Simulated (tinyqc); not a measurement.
Three-phonon processes in a diatomic chain: dispersion, energy and momentum conservation, and decay channels of optical phonons: one step, computed by the program tinyqc. Command: `OMP_NUM_THREADS=1 python tinyqc.py 3120799 3120800 out.jsonl threeph walk`. One thread of a shared host (Intel(R) Xeon(R) Processor @ 2.30GHz), about 0.04 s of CPU time with the checks.

Cell length a, two atoms, one spring constant. x = q a/pi runs from -1 to 1; A and O are the acoustic and optical branches. Matrix elements are not computed: only conservation laws and occupation factors are followed.

Problem. Decay of the zone-centre phonon. omega^2 = k (1/m + 1/M) -/+ k sqrt((1/m + 1/M)^2 - 4 sin^2(pi x/2)/(m M)); nu = 15.6333042 THz x sqrt(omega^2) for eV/(angstrom^2 u). O(0) -> A(x) + A(-x) needs nu_A(x) = nu_O(0)/2, which gives sin^2(pi x/2) = (3/16)(m + M)^2/(m M). Full width at half maximum Gamma = Gamma_0 (1 + 2 n), n = 1/(exp(h nu_A/(k_B T)) - 1); lifetime = 1/(2 pi c Gamma).

Inputs (values chosen for the exercise, for a model chain):
```
quantity                        value  unit
light mass m                       27     u
heavy mass M                     67.2     u
temperature T                     300     K
zero-temperature width Gamma_0    2.4  1/cm
```

optical top = 14.68704 THz

Constants: h x 1 THz = 4.135667696 meV; k_B = 8.617333262e-05 eV/K; c = 299792458 m/s.

Give: x of the products; their frequency; occupation n; width Gamma; lifetime.

Solution.

x of the products = 0.8140

their frequency = 7.344 THz

occupation n = 0.4469

width Gamma = 4.545 1/cm

lifetime = 1.168 ps
